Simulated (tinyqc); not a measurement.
# Gupta-type many-body potential for a metal, step by step

A worked calculation. Computed by tinyqc, a small Python program that keeps every step. Command: `OMP_NUM_THREADS=1 python tinyqc.py 3023419 3023420 out.jsonl gupta walk`. One thread of a shared host (Intel(R) Xeon(R) Processor @ 2.30GHz), about 0.01 s of CPU time with the checks. Intermediate numbers are printed to about 6 digits and carried at full precision; extremes and crossings named in words are read from the listed rows.

E_i = sum_j A exp(-p (r_ij/r0 - 1)) - xi rho_i^gamma, with rho_i = sum_j exp(-2 q (r_ij/r0 - 1)); gamma = 1/2 is the tight-binding second-moment form. The crystal is fcc unless stated; d is the neighbour distance and a fixed number of shells is kept.

Inputs (values chosen for the exercise, modelled on silver):
```
quantity                  value      unit
repulsion A               0.105        eV
hopping xi                 1.17        eV
decay p                    10.6         -
decay q                    3.16         -
reference distance r0     2.889  angstrom
shells kept                   3         -
embedding exponent gamma    0.5         -
```

Surface: (100).

Constants: 1 eV/angstrom^3 = 160.2176634 GPa; 1 eV/angstrom^2 = 16.02176634 J/m^2.

## Equilibrium of the fcc crystal

fcc shells: d sqrt(k), k = 1..5, with 12, 6, 24, 12, 24 atoms; Omega = d^3/sqrt2. Equilibrium: dE/dd = 0; B = d^2 E''(d)/(9 Omega).

neighbour distance d = 2.88795 angstrom

lattice constant = 4.08419 angstrom

cohesive energy E_c = 2.89617 eV

bulk modulus B = 103.394 GPa

## Shell terms at equilibrium

Repulsion and density of one neighbour in each shell, and their sums.

Shells:
```
shell  count  r (angstrom)  repulsion (eV)  density
1         12       2.88795     1.05403e-01  1.00229
2          6       4.08419     1.30829e-03  0.07320
3         24       5.00208     4.50881e-05  0.00983
```

repulsive energy = 1.27377 eV

density rho = 12.7025

The band term is -xi rho^gamma = -4.1699 eV; with the repulsion it gives -E_c.

## Unrelaxed vacancy

Each neighbour j of the vacancy loses one repulsive term and one density term: E_v = sum_shells count x {-repulsion - xi [(rho - density)^gamma - rho^gamma]}. (The removed atom returns to a bulk-like site, so its own energy cancels.)

vacancy energy E_v = 0.851872 eV

ratio E_v/E_c, E_c = xi rho^gamma less the repulsive energy = 0.294137

A pair potential gives E_v = E_c; here the ratio is 0.29, as the remaining bonds of the neighbours strengthen when one is lost.

## Elastic constants

Second derivatives of E/Omega at equilibrium under homogeneous strain: e_xx = h gives C11; e_xx = -e_yy = h gives 2 (C11 - C12); e_xy = e_yx = h/2 gives C44.

C11 = 125.031 GPa

C12 = 92.5761 GPa

C44 = 46.6229 GPa

Cauchy pressure C12 - C44 = 45.9531 GPa

C12/C44 = 1.99; pair forces would give 1. The excess comes from the curvature of the embedding term.

## The (100) surface

Cut the crystal without relaxation; an atom in layer l keeps the neighbours that lie below the surface plane. Excess = E_i + E_c. Surface energy = sum of excesses over the layers, divided by the area per surface atom: (sqrt3/2) d^2 for (111), d^2 for (100), sqrt2 d^2 for (110).

Layers:
```
layer  nearest neighbours  repulsion (eV)      rho  excess (eV)
1                       8         0.85031   8.5022     0.334931
2                      12         1.27228  12.5900     0.017019
```

excess per surface atom = 0.351950 eV

surface energy = 0.676099 J/m^2

## Three surfaces against bond counting

Bond counting with pair bonds charges E_c/12 for each missing nearest neighbour: 3, 4 and 6 per surface cell.

Surfaces:
```
face   missing bonds  excess (eV)  bond counting (eV)     ratio  surface energy (J/m^2)
(111)              3     0.269327             0.72404  0.371977                0.597420
(100)              4     0.351950             0.96539  0.364567                0.676099
(110)              6     0.548315             1.44809  0.378648                0.744808
```

The order of surface energies is (111) < (100) < (110), with (110)/(111) = 1.247 against 1.225 from counting first-neighbour bonds. The excess is 0.36 to 0.38 of the bond-counting value: atoms with fewer neighbours have stronger bonds. Further shells enter the excess but not the count. Caution: relaxation, left out here, lowers surface energies. Caution: fitted second-moment potentials usually give surface energies well below measured ones.

## Energy against coordination

Nearest neighbours only, z equal bonds relaxed to their best length: r/r0 = 1 + ln[A p z^(1 - gamma)/(2 q gamma xi)]/(p - 2 q gamma), E = z A exp(-p (r/r0 - 1)) - xi [z exp(-2 q (r/r0 - 1))]^gamma.

Relaxed bonds:
```
z   r (angstrom)  E per atom (eV)  E/z (eV)
1        2.42283         -1.36741  -1.36741
2        2.55741         -1.66911  -0.83455
3        2.63613         -1.87558  -0.62519
4        2.69199         -2.03738  -0.50934
6        2.77071         -2.28940  -0.38157
8        2.82656         -2.48690  -0.31086
9        2.84943         -2.57259  -0.28584
12       2.90528         -2.79452  -0.23288
```

Bonds lengthen from 2.423 to 2.905 angstrom between z = 1 and 12, and |E| grows as z^0.288, the exponent gamma (p - 2q)/(p - 2 q gamma) = 0.288; pair bonds would give z^1 at a fixed length.

Checks made by the program: sum of the shell terms (relative difference below 1e-10); (C11 + 2 C12)/3 against B (relative difference 1e-10).
